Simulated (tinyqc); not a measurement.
Deep-level transient spectroscopy: one step of the calculation.

Schottky contact on an n-type layer with shallow donors Nd (all ionised) and a donor-like deep trap, neutral when filled and positive when empty; depletion approximation. Traps within lam of the depletion edge stay filled. A long pulse to Vp fills the traps beyond x1 = Wp - lam; back at Vr those between x1 and x2 = Wr - lam emit. A rate window reads S = C(t2) - C(t1).

Task. Peak temperature. Fixed-point step for en(T) = ew: T(new) = (Et q/kB)/ln(sn g T^2/ew), g = vth Nc/(300 K)^2.

Parameters, values chosen for the exercise; material values close to those of germanium: conduction-band density of states at 300 K Nc = 1.05e19 cm^-3; thermal velocity at 300 K vth = 3.5e7 cm/s; depth of the trap below the conduction edge Et = 0.22 eV; capture cross-section sn = 4.5e-15 cm^2.

Constants: q = 1.602176634e-19 C, kB = 1.380649e-23 J/K. Results are converted to the units shown.

ew = 1386.2944 1/s
T at the start = 300 K

Wanted: T after step 1.

Result.

T after step 1 = 122.2 K

Range of the model: With Nt above a tenth of Nd the edge x2 moves during the transient, which this model holds fixed, and the transient is not a plain exponential.

Program tinyqc, `OMP_NUM_THREADS=1 python tinyqc.py 2050032 2050033 out.jsonl`; Intel Xeon 2.30GHz, shared host, one thread, about 0.01 s.
